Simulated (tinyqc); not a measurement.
Threshold and carrier lifetime from two turn-on delays.

Problem. With a constant carrier lifetime tau, a current step from 0 to I reaches threshold after td = tau ln(I/(I - Ith)). Find Ith and tau.

turn-on delay for steps from 0 to 0.17 and to 0.34 mA (ns): [1.5621808, 0.58629946]

Solution. The ratio of the delays holds no tau and rises steadily with Ith, so it has one root below the smaller current.

Ith = 0.110 mA
tau = 1.50 ns

tinyqc, about 0.01 s, one thread, Intel Xeon 2.30GHz (shared host): `OMP_NUM_THREADS=1 python tinyqc.py 2840014 2840015 out.jsonl`
